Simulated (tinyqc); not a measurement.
# Via and link resistance from two via chains

Problem. A chain of 5000 vias joined by 5000 metal links has R = 5000 (Rv + Rlink), with Rlink proportional to the link length. Find Rv, Rlink for length L, and the value of Rv that the short chain would give if the links were ignored.

resistance of chains of 5000 links with link lengths L and 3 L (ohm): [41500, 58500]

Solution. R per link is a straight line in the link length; its intercept at zero length is Rv.

Rv = 6.600 ohm
Rlink = 1.700 ohm
Rv without correction = 8.300 ohm

tinyqc, about 0.01 s, one thread, Intel Xeon 2.30GHz (shared host): `OMP_NUM_THREADS=1 python tinyqc.py 2750008 2750009 out.jsonl`
